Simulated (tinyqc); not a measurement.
# Which input was changed?

Model: single-band model of a thermoelectric material. Computed by tinyqc, a small Python program. Command: `OMP_NUM_THREADS=1 python tinyqc.py 3021280 3021281 out.jsonl thermo which`. One thread of a shared host (Intel(R) Xeon(R) Processor @ 2.30GHz), about 0.1 s of CPU time with the checks.

One spherical band, one scattering law, no minority carriers and no phonon drag. In a real material minority carriers limit |S| to about E_g/(2 e T), so larger values are formal. eta = E_F/(k_B T) is counted from the band edge; f = 1/(1 + exp(x - eta)).

Inputs (values chosen for the exercise, for a model material): density-of-states mass m = 1.2 m_0; mobility parameter mu_300 = 2700 cm^2/(V s); temperature exponent p = 2; lattice thermal conductivity kappa_L = 45 W/(m K); carrier density n = 7.2e+19 1/cm^3; temperature T = 700 K.

Band: parabolic. Scattering: acoustic phonons, r = -0.5.

Constants: m_0 = 9.1093837015e-31 kg; k_B = 1.380649e-23 J/K; hbar = 1.054571817e-34 J s; k_B = 8.617333262e-05 eV/K; e = 1.602176634e-19 C.

Method:
- With x = E/(k_B T), a = alpha k_B T (0 for a parabolic band), G = x (1 + a x), D = 1 + 2 a x and <y> = int y f (1 - f) dx, f = 1/(1 + exp(x - eta)): tau = tau_0 G^r/D; transport function s = G^(3/2 + r)/D^2; n = N_0 <G^(3/2)> with N_0 = (2 m k_B T)^(3/2)/(3 pi^2 hbar^3).
- Integrals over x = E/(k_B T) use 160 Gauss-Legendre points in u = sqrt(x) from 0 to sqrt(max(eta, 0) + 32).
- Solve for eta.
- sigma = e mu_0 N_0 <s> with mu_0 = e tau_0/m = mu_300 (T/300 K)^(-p); |S| = (k_B/e)(<x s>/<s> - eta); Lorenz number L = (k_B/e)^2 (<x^2 s>/<s> - (<x s>/<s>)^2); kappa_e = L sigma T; zT = S^2 sigma T/(kappa_L + kappa_e).
- Hall factor r_H = <G^(3/2)> <G^(3/2 + 2r)/D^4>/<s>^2; drift mobility sigma/(n e) with n = N_0 <G^(3/2)>; power factor S^2 sigma.

Question. One of these inputs alone was changed, within the range given: density-of-states mass m (0.6 to 2.4); mobility parameter mu_300 (1350 to 5400); lattice thermal conductivity kappa_L (22.5 to 90); temperature T (350 to 1300). Which one, and to what value?

Results:
```
run     Seebeck coefficient |S| (microvolt/K)         zT  Lorenz number L (1e-8 V^2/K^2)
before                               221.9614  0.2769785                        1.589547
after                                262.1210  0.2927403                        1.550668
```

Answer.

Each candidate set to reproduce Seebeck coefficient |S|, and what it then gives:
```
candidate                                       range searched  value needed       zT  Lorenz number L (1e-8 V^2/K^2)
density-of-states mass m (m_0)                      0.6 to 2.4         1.673  0.39780                          1.5507
mobility parameter mu_300 (cm^2/(V s))            1350 to 5400     no effect        -                               -
lattice thermal conductivity kappa_L (W/(m K))      22.5 to 90     no effect        -                               -
temperature T (K)                                  350 to 1300         976.0  0.29274                          1.5507
```

Only temperature T fits every result: it went from 700 to 976 K. The next best candidate, density-of-states mass m, misses one result by 36 %.
